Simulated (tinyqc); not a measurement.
Ferroelectric with a first-order transition, Landau-Devonshire energy: two steps of the calculation.

One domain with free energy u = al P^2 + be P^4 + ga P^6 - E P, al = a0 (T - T0), be < 0 < ga (P in uC/cm^2, E in kV/cm, u in mJ/cm^3). Equilibrium: E = 2 al P + 4 be P^3 + 6 ga P^5; a state is stable against small changes where dE/dP > 0. The coercive field is that of uniform switching, which real films, switching by domains, do not reach.

Parameters, values chosen for the exercise:

| symbol | value | unit | meaning |
|---|---|---|---|
| a0 | 0.01 | kV cm/(uC K) | slope of the quadratic coefficient |
| T0 | 600 | K | Curie-Weiss temperature |
| be | -0.0019 | kV cm^5/uC^3 | quartic coefficient |
| ga | 2.7e-6 | kV cm^9/uC^5 | sixth-order coefficient |
| T | 580 | K | temperature |

Constants: eps0 = 8.8541878128e-14 F/cm where lengths are in cm. Results are converted to the units shown.

Task 1. Spontaneous polarisation, coercive field and susceptibility. Ps^2 = [-be + sqrt(be^2 - 3 al ga)]/(3 ga); Pc^2 = [-3 be + sqrt(9 be^2 - 15 al ga)]/(15 ga), Ec = -E(Pc); susceptibility chi = 1/(eps0 dE/dP).

Find: al; Ps; u(Ps) at E = 0; Pc; Ec; chi at Ps.

Result 1.

al = -0.20000 kV cm/uC
Ps = 22.736 uC/cm^2
u(Ps) at E = 0 = -238.14 mJ/cm^3
Pc = 17.264 uC/cm^2
Ec = 21.167 kV/cm
chi at Ps = 1194.3

Task 2. Transition temperatures. TC = T0 + be^2/(4 a0 ga), where u(Ps) = u(0); T1 = T0 + be^2/(3 a0 ga), where the polar minimum disappears. At TC the polarisation jumps from sqrt(-be/(2 ga)) to zero, with latent heat TC a0 Ps^2.

Give: TC; T1; jump of P; latent heat.

Result 2.

TC = 633.4 K
T1 = 644.6 K
jump of P = 18.76 uC/cm^2
latent heat = 2.229 J/cm^3

Thermal hysteresis can span T0 to T1, 44.6 K.

Computed by the program tinyqc: `OMP_NUM_THREADS=1 python tinyqc.py 2860026 2860027 out.jsonl`, one thread of a shared Intel Xeon 2.30GHz, about 0.01 s for the whole run.
